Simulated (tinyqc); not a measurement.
G0W0 on RHF in the sto-3g basis, for H2, spin multiplicity 1, step by step. Computed by tinyqc, a small Python program that keeps every step (integrals from PySCF). Settings: charge = 0, multiplicity = 1, basis = sto-3g, method = RHF, energy threshold = 1e-10, iteration cap = 83, orthogonalisation = symmetric, start = core, DIIS depth = 6. Command: `OMP_NUM_THREADS=1 python tinyqc.py 27723 27724 out.jsonl` (the two numbers bound the seeds that draw the settings). One thread of a shared host (Intel(R) Xeon(R) Processor @ 2.60GHz), about 0.02 s of CPU time with the checks. The early iterations of the SCF are left out here.

## One-electron integrals

Geometry (angstrom):
```
atom         x         y         z
H     0.000000  0.000000  0.000000
H     0.000000  0.000000  1.007000
```

Basis sto-3g: exponents (1/bohr^2) and contraction coefficients of normalised primitives:
```
element  l (shell)  exponent  coefficient
H            s (1)  3.425251     0.154329
H            s (1)  0.623914     0.535328
H            s (1)  0.168855     0.444635
```

Overlap, kinetic and nuclear-attraction integrals over the contracted functions; the nuclear repulsion is the sum of Za Zb / Rab.

nuclear repulsion = 0.52549872 hartree

overlap S:
```
          1H 1s     2H 1s
1H 1s  1.000000  0.492370
2H 1s  0.492370  1.000000
```

kinetic energy T (hartree):
```
          1H 1s     2H 1s
1H 1s  0.760032  0.108734
2H 1s  0.108734  0.760032
```

nuclear attraction V (hartree):
```
           1H 1s      2H 1s
1H 1s  -1.736401  -0.785013
2H 1s  -0.785013  -1.736401
```

core Hamiltonian H = T + V (hartree):
```
           1H 1s      2H 1s
1H 1s  -0.976369  -0.676279
2H 1s  -0.676279  -0.976369
```

## Two-electron integrals

Functions are numbered as in S; the eight-fold symmetry (ij|kl) = (ji|kl) = (kl|ij) leaves the list below.

Two-electron integrals (ij|kl) in chemists' order, unique and non-zero (hartree):
```
(11|11) 0.774606   (21|11) 0.306086   (21|21) 0.154986   (22|11) 0.475767
(22|21) 0.306086   (22|22) 0.774606
```

## Orthogonalisation

S = U s U^T; symmetric (Loewdin) form X = U s^(-1/2) U^T, so that X^T S X = 1.

eigenvalues of S: 0.507630  1.492370

X:
```
           1H 1s      2H 1s
1H 1s   1.111063  -0.292482
2H 1s  -0.292482   1.111063
```

## Iteration 2 (converged): orbitals

converged F (hartree):
```
           1H 1s      2H 1s
1H 1s  -0.244873  -0.474800
2H 1s  -0.474800  -0.244873
```

Diagonalise F' = X^T F X, C = X C', fill 1 alpha and 1 beta electrons from the bottom; D = 2 C_occ C_occ^T. Each column has its largest component positive (the first on a tie).

F' = X^T F X (hartree):
```
           1          2
1  -0.014646  -0.467588
2  -0.467588  -0.014646
```

orbital energies (hartree): MO1 -0.482235, MO2 0.452942

coefficients C:
```
            MO1        MO2
1H 1s  0.578824   0.992456
2H 1s  0.578824  -0.992456
```

D after iteration 2:
```
          1H 1s     2H 1s
1H 1s  0.670075  0.670075
2H 1s  0.670075  0.670075
```

## Convergence

Stop when the energy changes by less than 1e-10 hartree and every element of the error matrix X^T (F D S - S D F) X is below 3e-06.

Course of the cycle:
```
iteration  E (hartree)    change  largest element of the error matrix
1          -1.06413447         -                             3.56e-16
2          -1.06413447  0.000000                             2.55e-16
```

PySCF RHF in the same basis = -1.06413447 hartree

Converged in 2 iterations.

## Integrals over molecular orbitals

(pq|rs) = sum C_ip C_jq C_kr C_ls (ij|kl), one index at a time.

one-electron integrals over orbitals h = C^T H C (hartree):
```
           1          2
1  -1.107398   0.000000
2   0.000000  -0.591159
```

Two-electron integrals over orbitals (pq|rs), unique and non-zero (hartree):
```
(11|11) 0.625163   (21|21) 0.197235   (22|11) 0.620668   (22|22) 0.651953
```

## Screening: direct RPA

With D = e_a - e_i and K = (ia|jb): diagonalise D^(1/2) (D + 4K) D^(1/2) = Z w^2 Z^T; X + Y = D^(1/2) Z w^(-1/2), each column of Z with its largest component positive (the first on a tie); E_c = (sum w - tr (D + 2K)) / 2.

D^(1/2) (D + 4K) D^(1/2) (hartree^2):
```
          1>2
1>2  1.612353
```

excitation energies w (hartree): 1.269785

X + Y:
```
            1
1>2  0.858187
```

RPA correlation energy = -0.02993080 hartree

## G0W0 on Hartree-Fock: HOMO

W(p,q,m) = sqrt2 sum_ia (pq|ia) (X+Y)_ia,m; Sigma_c(x) = sum_(i,m) W^2/(x - e_i + w_m) + sum_(a,m) W^2/(x - e_a - w_m); solve x = e_p + Sigma_c(x) by Newton steps; Z = 1/(1 - dSigma/dx); 1 hartree = 27.211386 eV.

The 12 largest terms at x = e_p (hartree; W for the signs of X + Y given):
```
q  m         W       term
2  1  0.239376  -0.025987
```

Newton steps (hartree):
```
step          x  Sigma_c(x)         Z
0     -0.482235   -0.025987  0.988352
1     -0.507919   -0.025688  0.988615
2     -0.507923   -0.025688  0.988615
```

quasiparticle energy of the HOMO = -13.821284 eV

Hartree-Fock value = -13.122280 eV

## G0W0 on Hartree-Fock: LUMO

As before.

The 12 largest terms at x = e_p (hartree; W for the signs of X + Y given):
```
q  m         W      term
1  1  0.239376  0.025987
```

Newton steps (hartree):
```
step         x  Sigma_c(x)         Z
0     0.452942    0.025987  0.988352
1     0.478626    0.025688  0.988615
2     0.478630    0.025688  0.988615
```

quasiparticle energy of the LUMO = 13.024183 eV

Hartree-Fock value = 12.325179 eV
